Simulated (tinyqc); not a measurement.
Access strength from the read disturbance.

Question. Transistor (EKV form, voltages against the body): I = 2 n b Vt^2 [F(vp - Vs) - F(vp - Vd)] from drain to source, F(v) = ln^2(1 + exp(v/(2 Vt))), vp = (Vg - VT + sg |Vd - Vs|)/n. n-channel bodies are at 0; for the p-channel device all voltages are counted down from Vdd. b in uA/V^2 gives I in uA. In an SRAM read the low node Q obeys In(gate QB, drain Q) = Ip(gate QB, drain Q) + Ia, where the access transistor (threshold VTn) has its gate and drain at Vdd and its source at Q. Find Ia, ba and the cell ratio bn/ba.

Inputs (values chosen for the exercise):

| symbol | value | unit | meaning |
|---|---|---|---|
| T | 300 | K | temperature |
| Vdd | 0.4 | V | supply voltage |
| n | 1.38 |  | slope factor |
| sg | 0.097 |  | drain-induced barrier lowering |
| VTn | 0.4 | V | n-channel threshold |
| VTp | 0.28 | V | p-channel threshold (magnitude) |
| bn | 310 | uA/V^2 | gain factor of the pull-down transistor |
| bp | 140 | uA/V^2 | gain factor of the pull-up transistor |

Constants: q = 1.602176634e-19 C, kB = 1.380649e-23 J/K, Vt = kB T/q. Results are converted to the units shown.

Q and QB in the read (V): [0.024806603, 0.39999633]

Answer. The node equation gives Ia, which is proportional to ba.

Ia = 0.148 uA
ba = 160 uA/V^2
cell ratio = 1.94

Numbers from tinyqc (`OMP_NUM_THREADS=1 python tinyqc.py 2340156 2340157 out.jsonl`; about 0.2 s on one thread of a shared Intel Xeon 2.30GHz).
